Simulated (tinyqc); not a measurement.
Inside a calculation. Model: single-junction solar cell, detailed-balance limit.

Program tinyqc, `OMP_NUM_THREADS=1 python tinyqc.py 2820017 2820018 out.jsonl`; Intel Xeon 2.30GHz, shared host, one thread, about 0.01 s. Printed values are rounded.

Every photon above the gap Eg makes one pair and none below is absorbed; carriers thermalise at T and move without loss. Jsc = q fs X Phi(Eg, Ts); the dark current is J0 = q ge Phi(Eg, T)/ERE with the Boltzmann factor exp(V/Vt). The efficiency is the electrical power over fs X sigma Ts^4.

Inputs (values chosen for the exercise): cell temperature T = 300 K; temperature of the black-body sun Ts = 5760 K; share of the hemisphere filled by the sun fs = 2.16e-5; concentration X = 1; external radiative efficiency ERE = 0.3; number of faces that emit ge = 1; band gap Eg = 2.04 eV.

Constants: q = 1.602176634e-19 C, kB = 1.380649e-23 J/K, h = 6.62607015e-34 J s, c = 299792458 m/s, Vt = kB T/q. Results are converted to the units shown.

## Photon flux of the source, term by term

Photon flux above E from a black body at temperature T into a hemisphere: Phi(E, T) = A sum_k exp(-k E/th)[E^2 th/k + 2 E th^2/k^2 + 2 th^3/k^3], k = 1, 2, ..., with th = kB T/q in eV and A = 2 pi q^3/(h^3 c^2). The first six terms at E = Eg, T = Ts are listed; the flux takes all.

th = 0.496358 eV
A = 9.88329e22 cm^-2 s^-1 eV^-3
terms k = 1..6 (eV^3): [0.0544023, 3.53982e-4, 3.57555e-6, 4.22694e-8, 5.41607e-10, 7.28723e-12]
Phi(Eg, Ts) = 5.41208e21 cm^-2 s^-1

The first term, the Boltzmann limit, holds 99.3 % of the flux.

## Photocurrent, dark current and incident power

Photon flux above E from a black body at temperature T into a hemisphere: Phi(E, T) = A sum_k exp(-k E/th)[E^2 th/k + 2 E th^2/k^2 + 2 th^3/k^3], k = 1, 2, ..., with th = kB T/q in eV and A = 2 pi q^3/(h^3 c^2). Jsc = q fs X Phi(Eg, Ts), J0 = q ge Phi(Eg, T)/ERE. Pin = fs X sigma Ts^4, sigma = 2 pi^5 kB^4/(15 h^3 c^2).

Jsc = 18.7296 mA/cm^2
J0 = 3.12435e-28 mA/cm^2
Pin = 134.820 mW/cm^2

## Iteration 1: maximum power point by substitution

v at the start = 0

v = Vmp/Vt solves (1 + v) exp(v) = 1 + Jsc/J0; v(new) = ln[(1 + Jsc/J0)/(1 + v)].

v after iteration 1 = 66.2633

## Iteration 2: maximum power point by substitution

As before.

v after iteration 2 = 62.0546

## Course of the iteration: maximum power point by substitution

Stop when v changes by less than 1e-10, or after 40 iterations.

Course of the iteration:
```
iteration        v  |change|
1          66.2633      66.3
2          62.0546      4.21
3          62.1193    0.0646
4          62.1182   1.02e-3
5          62.1183   1.62e-5
6          62.1183   2.57e-7
7          62.1183   4.07e-9
8          62.1183  6.45e-11
```

Converged in 8 iterations. At the end each change is about 0.016 times the one before, with alternating sign: linear convergence.

## Voltages, fill factor and efficiency

v = 62.1183

Voc = Vt ln(1 + Jsc/J0), Vmp = v Vt, Jmp = Jsc - J0 (exp(v) - 1), FF = Vmp Jmp/(Voc Jsc), efficiency Vmp Jmp/Pin.

Voc = 1.71304 V
Eg/q - Voc = 0.326962 V
Vmp = 1.60588 V
Jmp = 18.4328 mA/cm^2
FF = 0.922594
efficiency = 21.9558 %

Of the voltage deficit, Vt ln(1/ERE) = 31.1 mV is due to non-radiative recombination.
